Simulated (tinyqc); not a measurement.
## Polarisation charge from two barrier thicknesses

Inverse problem. VT = phiB - dEc - q sigma d/(eps0 eps_r). Find sigma, phiB - dEc and the thickness at which VT = 0.

Inputs (values chosen for the exercise):
```
symbol,value,unit,meaning
eps_r,9.5,,relative permittivity of barrier and channel
```

Constants: q = 1.602176634e-19 C, eps0 = 8.8541878128e-14 F/cm where lengths are in cm. Results are converted to the units shown.

VT for d = 15 and 21 nm (V): [-2.7008614, -4.1118700]

Answer. VT is linear in d.

sigma = 1.23e13 cm^-2
phiB - dEc = 0.827 V
thickness for VT = 0 = 3.52 nm

tinyqc, about 0.01 s, one thread, Intel Xeon 2.30GHz (shared host): `OMP_NUM_THREADS=1 python tinyqc.py 2570138 2570139 out.jsonl`
